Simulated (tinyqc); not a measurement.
Ways to converge the cycle: SCF convergence aids in the 3-21g basis, for HeH+, spin multiplicity 1. Computed by the program tinyqc with PySCF. 

Geometry (angstrom):
```
atom       x       y       z
He    0.0000  0.0000  0.0000
H     0.0000  0.0000  1.5000
```

lowest restricted solution found by these runs and by PySCF = -2.849273 hartree

RHF with one setting changed at a time; a run stops when the energy changes by less than 1e-09 hartree and the error matrix is below 1e-5. The start is the Wolfsberg-Helmholz matrix. Damping d keeps d of the old density; a shift (hartree) raises the virtual levels; DIIS n extrapolates F over n matrices.

Largest element of the error matrix X^T (FDS - SDF) X:
```
iteration    plain  damping 0.3  damping 0.6  shift 0.4   DIIS 3   DIIS 8
1          6.9e-01      6.9e-01      6.9e-01    6.9e-01  6.9e-01  6.9e-01
2          3.6e-02      2.3e-01      4.3e-01    1.2e-01  3.6e-02  3.6e-02
3          5.4e-03      7.7e-02      2.7e-01    1.8e-02  4.7e-03  4.7e-03
4          1.6e-03      2.5e-02      1.6e-01    9.7e-03  2.8e-04  2.8e-04
5          4.9e-04      7.9e-03      1.0e-01    5.2e-03  3.0e-05  1.6e-05
6          1.5e-04      2.3e-03      6.3e-02    2.8e-03  5.7e-08  9.2e-08
8          1.5e-05      5.1e-04      2.4e-02    8.2e-04        -        -
10               -      1.3e-04      8.8e-03    2.4e-04        -        -
14               -      9.4e-06      1.1e-03    1.9e-05        -        -
20               -            -      1.1e-04          -        -        -
30               -            -      4.2e-06          -        -        -
```

How each run ends:
```
run          iterations  E (hartree)         state
plain                 9     -2.84927  lowest found
damping 0.3          18     -2.84927  lowest found
damping 0.6          37     -2.84927  lowest found
shift 0.4            16     -2.84927  lowest found
DIIS 3                6     -2.84927  lowest found
DIIS 8                6     -2.84927  lowest found
```

6 of 6 runs reach the lowest restricted solution found, in 6 to 37 iterations (fastest: DIIS 3, DIIS 8). Plain steps already contract here, so damping only slows them. DIIS 3 and DIIS 8 gain by cancelling the error over several earlier matrices, much as a quasi-Newton step does.
